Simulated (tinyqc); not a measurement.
## Gate work function from the charge

Question. For an undoped double gate, Q = 8 eps0 eps_r Vt beta tan(beta)/ts with 0 < beta < pi/2, and at the source (Vg - dphi)/(2 Vt) - ln[(2/ts) sqrt(2 eps0 eps_r Vt/(q ni))] = ln(beta) - ln(cos beta) + 2 r beta tan(beta), r = eps_r tox/(eox ts). Find beta and dphi.

Values chosen for this exercise; material values close to those of gallium arsenide:
- T = 400 K (temperature)
- eps_r = 12.8 (relative permittivity of the semiconductor)
- eox = 8.63 (relative permittivity of the gate insulator)
- tox = 5.8 nm (insulator thickness)
- ts = 25 nm (body thickness)
- Vg = 0.91 V (gate voltage)

Constants: q = 1.602176634e-19 C, kB = 1.380649e-23 J/K, Vt = kB T/q, eps0 = 8.8541878128e-14 F/cm where lengths are in cm. Results are converted to the units shown.

Qs = 86.143028 nC/cm^2
ni = 3.0054186e9 cm^-3

Solution. beta tan(beta) rises from 0 without bound on the interval, so the charge fixes beta; the second relation is then explicit in dphi. At this charge the surface density passes 0.3 Nc, so the classical Boltzmann model is only formal.

beta = 0.746
dphi = 0.240 V

Computed by the program tinyqc: `OMP_NUM_THREADS=1 python tinyqc.py 2440128 2440129 out.jsonl`, one thread of a shared Intel Xeon 2.30GHz, about 0.02 s for the whole run.
